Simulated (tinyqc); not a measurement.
Q-state Potts model on a small periodic square lattice: enumeration, Metropolis, heat-bath and Wolff steps: one step, computed by the program tinyqc. Command: `OMP_NUM_THREADS=1 python tinyqc.py 3111825 3111826 out.jsonl potts walk`. One thread of a shared host (Intel(R) Xeon(R) Processor @ 2.30GHz), about 0.1 s of CPU time with the checks.

E = -J x (number of nearest-neighbour bonds with equal states); n x n sites with periodic edges have 2 n^2 bonds. Order parameter m = (q f - 1)/(q - 1), f being the largest share of one state. Sites are numbered row by row from 0. Here q = 4 and n = 3.

Question. Eight single-site steps. Site = floor(r1 n^2). State c is drawn with probability exp(K k_c)/sum exp(K k), k_c the number of neighbours in state c: the first c whose cumulative probability reaches r2; r3 is not used.

Inputs (values chosen for the exercise, for a model of domains or grain orientations): temperature T = 1170 K.

Update: heat bath.

start states:
$$\begin{pmatrix}
1 & 0 & 2 \\
0 & 0 & 2 \\
2 & 3 & 2
\end{pmatrix}$$

random numbers, one row a step:
$$\begin{pmatrix}
0.7771 & 0.3289 & 0.1873 \\
0.8437 & 0.3617 & 0.0999 \\
0.5887 & 0.1613 & 0.7594 \\
0.5347 & 0.0753 & 0.3791 \\
0.2973 & 0.2712 & 0.1012 \\
0.1382 & 0.4056 & 0.4832 \\
0.2385 & 0.0035 & 0.4479 \\
0.8718 & 0.9329 & 0.6618
\end{pmatrix}$$

K = 0.7042058

Give: the table «Steps» with the columns old, neighbours in each state, P(old), P(new), new; states afterwards.

Answer.

Steps:
```
site  old  neighbours in each state   P(old)   P(new)  new
6       2                   1 1 1 1  0.25000  0.25000    1
7       3                   2 1 1 0  0.10948  0.44772    0
5       2                   2 0 2 0  0.40176  0.40176    0
4       0                   4 0 0 0  0.84790  0.84790    0
2       2                   2 1 1 0  0.22140  0.44772    0
1       0                   3 1 0 0  0.67278  0.67278    0
2       0                   2 1 1 0  0.44772  0.44772    0
7       0                   2 1 1 0  0.44772  0.10948    3
```

states afterwards:
$$\begin{pmatrix}
1 & 0 & 0 \\
0 & 0 & 0 \\
1 & 3 & 2
\end{pmatrix}$$
